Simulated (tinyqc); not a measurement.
# From one set of inputs to another, one input at a time

Model: self-heating of a transistor with one or more fingers, with temperature-dependent conductivity. Computed by tinyqc, a small Python program. Command: `OMP_NUM_THREADS=1 python tinyqc.py 3027395 3027396 out.jsonl selfheat ladder`. One thread of a shared host (Intel(R) Xeon(R) Processor @ 2.30GHz), about 0.1 s of CPU time with the checks.

N long parallel fingers lie on the top face of a slab whose bottom is held at T_0; the top is otherwise insulated, and heat flows in two dimensions. P in W/mm is 1000 P in W/m.

The inputs printed are set A. Set A is modelled on silicon; the values taken over come from a set modelled on silicon carbide. Inputs not listed in the table keep their values of set A, so the rows need not describe a real material.

Inputs (values chosen for the exercise, modelled on silicon):
```
quantity,value,unit
conductivity at the base temperature kappa_0,112,W/(m K)
exponent m in kappa ~ T^-m,1.29,-
base temperature T_0,358,K
power per gate width P,1.5,W/mm
fingers N,3,-
finger pitch s,33,micrometre
width of the heat source w,0.2,micrometre
substrate thickness t,160,micrometre
phonon free path Lambda,180,nm
```

Power: fixed power.

Method:
- A line source of power P on the top face raises the top at distance x by (P/(pi kappa_0)) g(x), g(x) = -ln tanh(pi x/(4 t)) (the image sum for the slab). On a strip of width w the centre sees the mean of g over the strip, g_0 = 1 + ln(8 t/(pi w)) for w much below t.
- theta_i = (P/(pi kappa_0)) [g_0 + sum over j != i of g(|i - j| s)], with equal powers and constant conductivity; thermal resistance = largest theta/P.
- Kirchhoff transformation for kappa = kappa_0 (T/T_0)^-m: T = T_0 [1 - (m - 1) theta/T_0]^(-1/(m - 1)), where theta is the linear rise.
- The bracket vanishes at the power P T_0/((m - 1) theta).

Each row keeps all changes above it:
```
input moved,from,to,thermal resistance (K mm/W),true rise (K),true rise / linear rise
set A,-,-,34.89,57.7,1.102
power per gate width P (W/mm),1.5,3.9,34.89,177.5,1.305
finger pitch s (micrometre),33,25,36.45,187.9,1.322
width of the heat source w (micrometre),0.2,0.21,36.31,186.9,1.320
substrate thickness t (micrometre),160,130,34.56,175.3,1.301
exponent m in kappa ~ T^-m,1.29,1.41,34.56,180.8,1.342
conductivity at the base temperature kappa_0 (W/(m K)),112,301,12.86,55.6,1.108
```

Thermal resistance goes from 34.9 to 12.9, a factor 0.368 in all. The largest single move comes from conductivity at the base temperature kappa_0 (a factor 0.372). True rise goes from 57.7 to 55.6, a factor 0.963 in all. The largest single move comes from conductivity at the base temperature kappa_0 (a factor 0.307), and power per gate width P works against it (a factor 3.08). True rise / linear rise goes from 1.10 to 1.11, a factor 1.005 in all. The largest single move comes from conductivity at the base temperature kappa_0 (a factor 0.826), but it runs against the net change; the largest move in the direction of the net change is power per gate width P (a factor 1.18). The single moves hold for this order of the switches; the total does not depend on the order.

Caution (all rows): the source is narrower than two phonon free paths, so the Fourier result understates the rise at the source.

Extremes, crossings and ranges named in words are read from the listed rows.
